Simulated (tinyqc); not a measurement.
The choice of windows: band offset from the macroscopic average of a supercell potential.

A model of the planar-averaged electrostatic energy of an electron in a periodic cell of N1 periods of A (L1 = N1 n1 h) and N2 periods of B (L2 = N2 n2 h), on z_j = j h: V(z) = f VA + (1 - f) VB + F t(z), VA = V1[0] + V1[1] cos(2 pi z/(n1 h)) + V1[2] cos(4 pi z/(n1 h)), VB the same with V2, n2 and z - L1. f = [tanh(z/w) - tanh((z - L1)/w) + tanh((z - L1 - L2)/w)]/2 + 1/2; t(z) = z - L1/2 in A and (L1/L2)(L1 + L2/2 - z) beyond, so that the cell is periodic.

Running mean over n points, periodic: for odd n the plain mean of the n points centred on j; for even n the n + 1 points with half weight at both ends. The macroscopic average applies the mean over n1 points and then over n2 points.

Values chosen for the exercise (gaps near those of GaAs and Ge; the results hold for these values, not for the real material):

| symbol | value | unit | meaning |
|---|---|---|---|
| h | 0.35 | angstrom | grid step |
| n1 | 6 |  | grid points per period of A |
| n2 | 6 |  | grid points per period of B |
| N1 | 5 |  | periods of A |
| N2 | 4 |  | periods of B |
| V1 | (-8.47, 1.49, -0.44) | eV | mean and two harmonics of the potential in A |
| V2 | (-8.79, 1.09, 0.02) | eV | the same in B |
| w | 0.39 | angstrom | width of the interfaces |
| F | 0 | eV/angstrom | slope in A from opposite charges on the two interfaces |

dV read at j = 15 and 42 after means over the numbers of points listed; ripple is the spread over the five points around each.

Results:

| windows | dV (eV) | ripple in A (meV) | ripple in B (meV) |
|---|---|---|---|
| none | 2.720 | 2895 | 1665 |
| 6 only | -0.320 | 0 | 0 |
| 7 only | -0.623 | 225 | 229 |
| 7, 7 | -0.258 | 59 | 34 |
| 6, 6 | -0.320 | 0 | 0 |

Which rows can be used, and how does a wrong window show?

The last row matches both periods and lies 0 meV from the value of a thick cell, V2[0] - V1[0] = -0.320 eV. Against it the raw potential errs by +3.04 eV. Within 20 meV of it lie: 6 only. A window one point too long leaves a ripple of 225 meV in A, against 0 meV in the last row: the ripple is the sign to look for. Rows to use, with under 30 meV of ripple in both regions once the tilt is taken off: 6 only and 6, 6. A row with a large ripple can hit the right value only by chance.

Run: tinyqc, `OMP_NUM_THREADS=1 python tinyqc.py 1851020 1851021 out.jsonl`; Intel(R) Xeon(R) Processor @ 2.30GHz, one thread, shared host; about 0.01 s of CPU time with all checks.
